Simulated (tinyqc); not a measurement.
# Worked calculation: short-channel transistor, virtual-source model with series resistance

Numbers from tinyqc (`OMP_NUM_THREADS=1 python tinyqc.py 2380031 2380032 out.jsonl`; about 0.01 s on one thread of a shared Intel Xeon 2.30GHz). Printed values are rounded.

The current per gate width is the charge at the top of the source barrier (the virtual source) times its velocity times a saturation function; al and be are fitting constants of the model. Units: I in uA/um, Rs in ohm um, so I Rs = 1e-6 I Rs in volts; Q in uC/cm^2, so I = 1e-4 Q vx0 Fsat with vx0 in cm/s.

Inputs (values chosen for the exercise):

| symbol | value | unit | meaning |
|---|---|---|---|
| T | 350 | K | temperature |
| Cinv | 3.51 | uF/cm^2 | inversion capacitance |
| vx0 | 1.57e7 | cm/s | velocity at the virtual source |
| mu | 130 | cm^2/(V s) | apparent mobility |
| L | 45 | nm | channel length |
| VT0 | 0.49 | V | threshold at zero drain voltage |
| dl | 0.137 | V/V | drain-induced barrier lowering |
| n0 | 1.18 |  | subthreshold factor |
| nd | 0.05 | 1/V | growth of n with drain voltage |
| al | 3.5 |  | threshold shift (in units of Vt) from weak to strong inversion |
| be | 2 |  | sharpness of saturation |
| Rs | 30 | ohm um | series resistance of each contact |
| Vgs | 0.7 | V | gate voltage |
| Vds | 0.7 | V | drain voltage |

Constants: q = 1.602176634e-19 C, kB = 1.380649e-23 J/K, Vt = kB T/q. Results are converted to the units shown.

## Iteration 1: current through the series resistance

I at the start = 0 uA/um

Intrinsic voltages Vg' = Vgs - I Rs, Vd' = Vds - 2 I Rs. n = n0 + nd Vd', VT = VT0 - dl Vd', Ff = 1/(1 + exp((Vg' - VT + al Vt/2)/(al Vt))), Q = Cinv n Vt ln(1 + exp((Vg' - VT + al Vt Ff)/(n Vt))), Vdsat = (vx0 L/mu)(1 - Ff) + Vt Ff, Fsat = u/(1 + u^be)^(1/be) with u = Vd'/Vdsat, and I(out) = Q vx0 Fsat per width. (Fsat takes the sign of u.) Newton step: I(new) = I + (I(out) - I)/(1 - s), s = dI(out)/dI by a central difference with +/- 0.001 uA/um.

Vg' = 0.7 V
Vd' = 0.7 V
VT = 0.3941 V
Ff = 0.03236385
Q = 1.085728 uC/cm^2
Vdsat = 0.5268491 V
Fsat = 0.7989858
I(out) = 1361.946 uA/um
s = -0.1997516
I after iteration 1 = 1135.190 uA/um

## Iteration 2: current through the series resistance

As before.

Vg' = 0.6659443 V
Vd' = 0.6318886 V
VT = 0.4034313 V
Ff = 0.04802551
Q = 0.9393001 uC/cm^2
Vdsat = 0.5188100 V
Fsat = 0.7728710
I(out) = 1139.754 uA/um
s = -0.1913008
I after iteration 2 = 1139.021 uA/um

## Iteration 3: current through the series resistance

As before.

Vg' = 0.6658294 V
Vd' = 0.6316587 V
VT = 0.4034628 V
Ff = 0.04808896
Q = 0.9388100 uC/cm^2
Vdsat = 0.5187774 V
Fsat = 0.7727773
I(out) = 1139.021 uA/um
s = -0.1912680
I after iteration 3 = 1139.021 uA/um

## Course of the iteration: current through the series resistance

Stop when I changes by less than 1e-7 uA/um, or after 80 iterations.

Course of the iteration:
```
iteration  I (uA/um)  |change| (uA/um)
1           1135.190              1140
2           1139.021              3.83
3           1139.021           5.27e-5
4           1139.021            < 1e-9
```

Converged in 4 iterations. The change falls from 1100 in the first iteration to below the tolerance in the last.

## What the series resistance costs

converged I = 1139.021 uA/um
I0 = 1361.946 uA/um

Intrinsic voltages Vg' = Vgs - I Rs, Vd' = Vds - 2 I Rs. n = n0 + nd Vd', VT = VT0 - dl Vd', Ff = 1/(1 + exp((Vg' - VT + al Vt/2)/(al Vt))), Q = Cinv n Vt ln(1 + exp((Vg' - VT + al Vt Ff)/(n Vt))), Vdsat = (vx0 L/mu)(1 - Ff) + Vt Ff, Fsat = u/(1 + u^be)^(1/be) with u = Vd'/Vdsat, and I = Q vx0 Fsat per width. I0 is the current for Rs = 0. Effective velocity I/Q; transit time L Q/I.

loss against I0 = 16.36812 %
effective velocity = 1.213260e7 cm/s
transit time = 0.3709014 ps

The carriers leave the virtual source at 77.3 % of vx0.
